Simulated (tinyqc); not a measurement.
Non-radiative capture by multiphonon emission, one effective mode: one step, computed by the program tinyqc. Command: `OMP_NUM_THREADS=1 python tinyqc.py 3029938 3029939 out.jsonl capture walk`. One thread of a shared host (Intel(R) Xeon(R) Processor @ 2.30GHz), about 0.01 s of CPU time with the checks.

The initial state (free carrier plus empty centre) lies dE above the final state; both have the same frequency and are displaced by dQ.

Task: Geometry of the two curves. dQ = sqrt(2 S (hbar^2/u)/hbar omega); relaxation energy lambda = S hbar omega; phonons needed P = dE/hbar omega; classical barrier E_b = (dE - lambda)^2/(4 lambda); occupation n = 1/(exp(hbar omega/k_B T) - 1).

Inputs (values chosen for the exercise, with mass, screening and phonons like those of germanium):
```
quantity,value,unit
energy released dE,0.249,eV
phonon energy hbar omega,35,meV
Huang-Rhys factor S,2.19,-
temperature T,77,K
```

Centre: neutral.

Constants: hbar^2/u = 4.18015928e-03 eV angstrom^2; k_B = 8.617333262e-05 eV/K.

Give: dQ; lambda; P; classical barrier E_b; occupation n.

Result:

dQ = 0.7233 u^(1/2) angstrom

lambda = 0.07665 eV

P = 7.114

classical barrier E_b = 0.09688 eV

occupation n = 0.005145

dE exceeds lambda: the inverted case usual for deep centres, in which the curves cross on the far side of the initial minimum.
